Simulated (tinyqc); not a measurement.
Gated graphene, quantum capacitance: one step of the calculation.

phi is the Fermi level above the Dirac point, in volts; Vg is counted from the gate voltage of charge neutrality. Ideal linear bands, no charge puddles.

Task. New phi. N0 = (2/pi)(kB T/(hbar vF))^2; n = N0 F1(phi/Vt), p = N0 F1(-phi/Vt), F1(e) = int_0^infinity u du/(1 + exp(u - e)) = -Li2(-exp(e)); Cq = q d(n - p)/dphi = (q N0/Vt) ln[2 (1 + cosh(phi/Vt))]. Substitution: phi(new) = Vg - q (n - p + Dit phi)/Cox.

Parameters, values chosen for the exercise; values close to those of graphene:
- T = 300 K (temperature)
- vF = 9.96e5 m/s (Fermi velocity)
- Dit = 0 cm^-2 eV^-1 (density of traps)
- Vg = 0.25 V (gate voltage)

Constants: q = 1.602176634e-19 C, kB = 1.380649e-23 J/K, hbar = 1.054571817e-34 J s, Vt = kB T/q. Results are converted to the units shown.

phi after iteration 1 = 0.24885976 V
Cox = 7.5260596 uF/cm^2

Find: n; p; phi after iteration 2.

Result.

n = 4.7496e12 cm^-2
p = 6.5306e6 cm^-2
phi after iteration 2 = 0.14889 V

Numbers from tinyqc (`OMP_NUM_THREADS=1 python tinyqc.py 2200003 2200004 out.jsonl`; about 0.01 s on one thread of a shared Intel Xeon 2.30GHz).
